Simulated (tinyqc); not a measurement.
Switching kinetics of a ferroelectric film and the memory window of a ferroelectric gate stack: one step, computed by the program tinyqc.

Fields in MV/cm; 1 microcoulomb/cm^2 over eps_0 is 11.29409 MV/cm. In the stack (metal, ferroelectric, interlayer, channel) the channel is taken as a conductor.

Problem. Memory window. Saturated branches: P(E) = P_s tanh[(E -/+ E_c)/(2 delta)], delta = E_c/ln[(1 + P_r/P_s)/(1 - P_r/P_s)]; D = P + eps_0 eps_F E. At threshold the channel charge is negligible, so D = 0 on each branch: (1 - s) P(E) + eps_0 eps_F E = 0, with the screened share s. The rising branch has the root E0 between 0 and E_c; window = 2 E0 t_F; its upper bound is 2 E_c t_F.

Inputs (values chosen for the exercise, for a model hafnia-based film):

| quantity | value | unit |
|---|---|---|
| saturation polarisation P_s | 17 | microcoulomb/cm^2 |
| ratio P_r/P_s | 0.78 | - |
| coercive field E_c | 1.2 | MV/cm |
| permittivity of the ferroelectric eps_F | 42 | - |
| thickness t_F | 11 | nm |
| share s of P screened by trapped charge | 0.7 | - |

delta = 0.5739592 MV/cm

Give: field E0; memory window; bound 2 E_c t_F; fixed-charge estimate 2 (1 - s) P_r t_F/(eps_0 eps_F).

Solution.

field E0 = 0.6300 MV/cm

memory window = 1.386 V

bound 2 E_c t_F = 2.64 V

fixed-charge estimate 2 (1 - s) P_r t_F/(eps_0 eps_F) = 2.353 V

Charge and coercive field both limit the window.
